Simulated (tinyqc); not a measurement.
## Gated two-dimensional channel with two bands, quantum capacitance: effect of the gate voltage

phi is the Fermi level above the lowest band edge, in volts; Vg is counted from the gate voltage at which an empty channel would have phi = 0. The channel has no thickness; trap charge is -q Dit phi.

D1 = gv md m0 q/(pi hbar^2), D2 = g2 m2 m0 q/(pi hbar^2) per eV; n1 = D1 Vt ln(1 + exp(phi/Vt)), n2 = D2 Vt ln(1 + exp((phi - E2)/Vt)), n = n1 + n2; Cq = q dn/dphi = q [D1/(1 + exp(-phi/Vt)) + D2/(1 + exp((E2 - phi)/Vt))]. Cox = eps0 eox/tox; Vg = phi + q (n + Dit phi)/Cox. 1/C_G = 1/Cox + 1/(Cq + q Dit); dphi/dVg = Cox/(Cox + Cq + q Dit).

Inputs (values chosen for the exercise); lowest band close to that of a thin InAs body: temperature T = 400 K; relative permittivity of the gate insulator (close to silicon dioxide) eox = 3.9; insulator thickness tox = 11 nm; in-plane mass md = 0.0337 m0; valley degeneracy gv = 1; in-plane mass of a second band, chosen freely m2 = 0.076 m0; valley degeneracy of that band, chosen freely g2 = 1; second band edge above the first E2 = 0.35 eV; density of traps Dit = 0 cm^-2 eV^-1.

Constants: q = 1.602176634e-19 C, kB = 1.380649e-23 J/K, hbar = 1.054571817e-34 J s, m0 = 9.1093837015e-31 kg, Vt = kB T/q, eps0 = 8.8541878128e-14 F/cm where lengths are in cm. Results are converted to the units shown.

The same in every row: Cox (uF/cm^2) = 0.3139.

Effect of the gate voltage:

| Vg (V) | phi (V) | n (cm^-2) | Cq (uF/cm^2) | C_G (uF/cm^2) | dphi/dVg | share of the second band (%) |
|---|---|---|---|---|---|---|
| -0.2 | -0.2007 | 1.433e9 | 0.006651 | 0.006513 | 0.9793 | 0.008790 |
| -0.09 | -0.1024 | 2.427e10 | 0.1100 | 0.08148 | 0.7405 | 0.009000 |
| 0.02 | -0.04282 | 1.231e11 | 0.5054 | 0.1936 | 0.3832 | 0.009990 |
| 0.13 | -0.009596 | 2.735e11 | 0.9719 | 0.2373 | 0.2441 | 0.01179 |
| 0.24 | 0.01380 | 4.432e11 | 1.351 | 0.2547 | 0.1886 | 0.01434 |
| 0.36 | 0.03451 | 6.378e11 | 1.650 | 0.2637 | 0.1599 | 0.01817 |
| 0.47 | 0.05124 | 8.205e11 | 1.840 | 0.2682 | 0.1457 | 0.02295 |
| 0.58 | 0.06677 | 1.006e12 | 1.973 | 0.2708 | 0.1373 | 0.02939 |
| 0.69 | 0.08156 | 1.192e12 | 2.064 | 0.2725 | 0.1320 | 0.03807 |
| 0.8 | 0.09588 | 1.380e12 | 2.127 | 0.2736 | 0.1286 | 0.04983 |

As Vg goes from -0.2 to 0.8, Cq rises from 0.00665 to 2.13 uF/cm^2, C_G/Cox rises from 0.0207 to 0.871 and n rises from 1.43e9 to 1.38e12 cm^-2. Cq is below Cox for Vg = -0.2, -0.09; there the density of states limits the response dn/dVg more than the insulator does.

Numbers from tinyqc (`OMP_NUM_THREADS=1 python tinyqc.py 2200137 2200138 out.jsonl`; about 0.01 s on one thread of a shared Intel Xeon 2.30GHz).
